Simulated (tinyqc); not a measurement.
Worked calculation: phonon-assisted absorption at an indirect gap. Values are carried at full precision from step to step, so a last printed digit may differ when a step is redone from the rounded ones.

alpha(E) = sum_j A_j [N_j (E - Eg + w_j)^2 + (N_j + 1)(E - Eg - w_j)^2], each bracket counted only where its base is positive; N_j = 1/(exp(w_j/kB T) - 1). The first term absorbs a phonon and the second emits one; excitons and direct transitions are left out.

Constants: kB = 8.617333262e-05 eV/K.

Parameters, chosen for this exercise (loosely those of SiC at room temperature; Eg is not tied to T; not measured data): Eg = 3.182 eV (indirect gap, held fixed unless listed); w = (68, 44.2) meV (two zone-edge phonons); A = (3600, 770) 1/(cm eV^2) (their strengths); T = 300 K; E = 3.343 eV (photon energy); nr = 2.81 (refractive index); d = 1.1 micrometre (thickness); xj = 0.087 micrometre (dead layer at the surface); W = 1.1 micrometre (depleted width); L = 3 micrometre (minority diffusion length below it).

## The four branches at one energy

Evaluate the occupations and each term.

N_j: 0.07765  0.2209

terms with phonon absorption (1/cm): 14.66  7.161

terms with phonon emission (1/cm): 33.55  12.82

alpha = 68.20 1/cm
wavelength hc/E (hc = 1239.841984 eV nm) = 370.9 nm

Phonon absorption supplies 32.0 % of alpha; the depth 1/alpha is 147 micrometre.

## What a slab does with it

Slab of thickness d in air, incoherent passes: R = ((nr - 1)/(nr + 1))^2, x = exp(-alpha d); transmitted Tr = (1 - R)^2 x/(1 - R^2 x^2), reflected Rt = R + (1 - R)^2 R x^2/(1 - R^2 x^2), absorbed Ab = (1 - R)(1 - x)/(1 - R x).

d in cm is 1e-4 times the value in micrometres.

R = 0.2257
x = 0.9925
Tr = 0.6265
Rt = 0.3660
Ab = 0.0075

A single pass would absorb (1 - R)(1 - x) = 0.0058; the back face adds 0.0017.

## Quantum efficiency of a diode

Photodiode (Gaertner form with a dead layer): QE = (1 - R) exp(-alpha xj) [1 - exp(-alpha W)/(1 + alpha L)], R = ((nr - 1)/(nr + 1))^2; responsivity = QE/E in A/W for E in eV.

Evaluate the factors; 1 micrometre = 1e-4 cm.

passes the dead layer = 0.9994
collected share = 0.0274
QE = 0.0212
responsivity = 0.0063 A/W

Without diffusion from below the collected share would be 0.0075.

## Checks

- Tr + Rt + Ab against 1: both 1.000000.

Computed by tinyqc, a small Python program: `OMP_NUM_THREADS=1 python tinyqc.py 1651529 1651530 out.jsonl` (the numbers bound the seed that draws the inputs); one thread of a shared host (Intel(R) Xeon(R) Processor @ 2.30GHz), about 0.01 s for the whole set of steps.
